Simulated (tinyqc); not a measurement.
Finite line against the semi-infinite law: electromigration in a confined line: Blech product, Korhonen stress evolution and Black's law. Computed by tinyqc, a small Python program. Command: `OMP_NUM_THREADS=1 python tinyqc.py 3009537 3009538 out.jsonl emigr walk`. One thread of a shared host (Intel(R) Xeon(R) Processor @ 2.30GHz), about 0.01 s of CPU time with the checks.

The electron wind pushes atoms from the cathode (x = 0) to the anode (x = L); blocking ends build a back stress (tension positive). The input rho is taken not to change with temperature. d sigma/dt = d/dx [kappa (d sigma/dx + G)], with zero flux at both ends and sigma = 0 at t = 0.

Inputs (values chosen for the exercise, close to those used for copper lines):

| quantity | value | unit |
|---|---|---|
| resistivity rho | 2.27 | micro-ohm cm |
| atomic volume Omega | 11.8 | angstrom^3 |
| effective charge number Z* | 0.93 | - |
| prefactor D0 | 4.2e-08 | m^2/s |
| activation energy E | 0.927 | eV |
| effective modulus B | 26 | GPa |
| critical stress sigma_c | 170 | MPa |
| current density j | 3.5 | MA/cm^2 |
| line length L | 35 | um |
| test temperature T | 210 | C |

Start: stress-free.

Constants: e = 1.602176634e-19 C; k_B = 8.617333262e-05 eV/K; k_B = 1.380649e-23 J/K.

Method:
- G = Z* e rho j/Omega; D = D0 exp(-E/(k_B T)); kappa = D B Omega/(k_B T); drift velocity of an unconfined line v = D Z* e rho j/(k_B T). SI: 1 micro-ohm cm = 1e-8 ohm m, 1 MA/cm^2 = 1e10 A/m^2.
- Temperatures in kelvin are T(C) + 273.15.
- At steady state sigma(x) = G (L/2 - x). A void forms only if the cathode stress reaches sigma_c, that is if j L exceeds (j L)_c = 2 Omega (sigma_c)/(Z* e rho). Time scale tau = L^2/kappa.
- sigma(x, t) = G L [1/2 - x/L - 4 sum_(m odd) cos(m pi x/L) exp(-m^2 pi^2 s)/(m pi)^2], s = t/tau, summed to m = 399.
- Semi-infinite line: sigma(0, t) = 2 G L sqrt(s/pi). One-term form: keep m = 1 alone.

tau = 823.207 h

stress gradient G = 10.0324 MPa/um

Cathode stress (MPa):

| s | t (h) | full series | semi-infinite | one term |
|---|---|---|---|---|
| 0.002 | 1.6464e+00 | 17.72 | 17.72 | 36.04 |
| 0.005 | 4.1160e+00 | 28.02 | 28.02 | 40.11 |
| 0.01 | 8.2321e+00 | 39.62 | 39.62 | 46.63 |
| 0.02 | 1.6464e+01 | 56.03 | 56.03 | 58.75 |
| 0.05 | 4.1160e+01 | 88.50 | 88.60 | 88.69 |
| 0.1 | 8.2321e+01 | 122.53 | 125.29 | 122.53 |
| 0.2 | 1.6464e+02 | 155.80 | 177.19 | 155.80 |
| 0.4 | 3.2928e+02 | 172.82 | 250.59 | 172.82 |
| 0.8 | 6.5857e+02 | 175.51 | 354.38 | 175.51 |

What follows from these numbers?

Among these rows the semi-infinite law holds to 1 % up to s = 0.05 and the one-term form from s = 0.05 on: the far end is felt once sqrt(kappa t) is no longer small against L, and by then the terms with m > 1 have nearly died out. The critical stress 170 MPa is passed between s = 0.2 and 0.4. Caution: rows beyond sigma_c are formal, since a void ends the model there.
